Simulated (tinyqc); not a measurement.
Worked calculation: tight binding, honeycomb lattice. Computed by tinyqc, a small Python program that keeps every step. Settings: t1 = 2.62, t2 = 0, phi = -1.08, delta = 2.28, points = 7. Command: `OMP_NUM_THREADS=1 python tinyqc.py 29311 29312 out.jsonl` (the two numbers bound the seeds that draw the settings). One thread of a shared host (Intel(R) Xeon(R) Processor @ 2.60GHz), about 0.01 s of CPU time with the checks.

## Bloch Hamiltonian at k

Parameters chosen for this model:
```
parameter      value                        unit
t1          2.620000                 eV, nearest
t2                 0       eV, second neighbours
phi        -1.080000  rad, phase of t2 (Haldane)
delta       2.280000          eV, +/- on A and B
```

k point k (fractions of the reciprocal vectors): 0.480000  -0.010000

H_AB = -t1 (1 + exp(-i k.a1) + exp(-i k.a2)); H_AA = delta - 2 t2 sum cos(k.b + phi), H_BB = -delta - 2 t2 sum cos(k.b - phi), b = a1, a2 - a1, -a2.

H(k) at k (eV):
```
                     A                    B
A             2.280000  -2.635490+0.163862i
B  -2.635490-0.163862i            -2.280000
```

## Levels at k

Diagonalise the Hermitian matrix.

eigenvalues (eV): -3.488704  3.488704

weights |c|^2 of the basis functions:
```
     band 1    band 2
A  0.173231  0.826769
B  0.826769  0.173231
```

## Bloch Hamiltonian at K

k point K (fractions of the reciprocal vectors): 0.333333  0.666667

As before.

H(k) at K (eV):
```
          A          B
A  2.280000   0.000000
B  0.000000  -2.280000
```

## Levels at K

As before.

eigenvalues (eV): -2.280000  2.280000

weights |c|^2 of the basis functions:
```
     band 1    band 2
A  0.000000  1.000000
B  1.000000  0.000000
```

## Bands along a path

The same steps at evenly spaced points between the labelled ones.

Bands along the path (eV):
```
k             band 1    band 2
G          -8.184009  8.184009
G-K 0.25   -7.512322  7.512322
G-K 0.50   -5.714543  5.714543
G-K 0.75   -3.473154  3.473154
K          -2.280000  2.280000
K-M 0.25   -2.525103  2.525103
K-M 0.50   -2.979433  2.979433
K-M 0.75   -3.340522  3.340522
M          -3.473154  3.473154
M-K' 0.25  -3.340522  3.340522
M-K' 0.50  -2.979433  2.979433
M-K' 0.75  -2.525103  2.525103
K'         -2.280000  2.280000
```

With 1 band(s) filled, the highest filled level on these points lies at K and the lowest empty one at K: a gap of 4.5600 eV, direct.

## Chern number of the lower band

On a 7 x 7 mesh, the phase of the product of overlaps around each plaquette (k1 then k2); the sum over 2 pi is an integer.

plaquette phases (rad):
```
           1          2          3          4          5          6          7
1   0.000000  -0.015816  -0.051186  -0.057525   0.040629   0.029927   0.012093
2   0.015816   0.000000  -0.037356  -0.157469  -0.106090   0.037439   0.029927
3   0.051186   0.037356   0.000000  -0.140449  -0.384528  -0.106090   0.040629
4   0.057525   0.157469   0.140449   0.000000  -0.140449  -0.157469  -0.057525
5  -0.040629   0.106090   0.384528   0.140449   0.000000  -0.037356  -0.051186
6  -0.029927  -0.037439   0.106090   0.157469   0.037356   0.000000  -0.015816
7  -0.012093  -0.029927  -0.040629   0.057525   0.051186   0.015816   0.000000
```

Chern number = 0.000000
